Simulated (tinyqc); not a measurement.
Pinning factor and decay constant from two barriers.

Problem. phiB = S (phiM - chi) + (1 - S)(Eg - E0) with S = 1/(1 + (1/S0 - 1) exp(-be ti)). Find S0, S at the given thickness and be.

Inputs (values chosen for the exercise); semiconductor values close to those of gallium arsenide; interlayer mass of the order of that in lanthanum oxide, offset chosen freely:
- Eg = 1.39 eV (band gap)
- chi = 4.05 eV (electron affinity)
- E0 = 0.49 eV (charge-neutrality level above the valence band)
- phiM = 4.49 eV (metal work function)

phiB at ti = 0, 0.4 nm (eV): 0.854  0.64676040

Answer. Each barrier gives its S by linear interpolation between the pinned and the unpinned value; the ratio of the two values of 1/S - 1 is exp(be ti).

S0 = 0.100
S = 0.551
be = 6.00 1/nm

Computed by the program tinyqc: `OMP_NUM_THREADS=1 python tinyqc.py 2270149 2270150 out.jsonl`, one thread of a shared Intel Xeon 2.30GHz, about 0.03 s for the whole run.
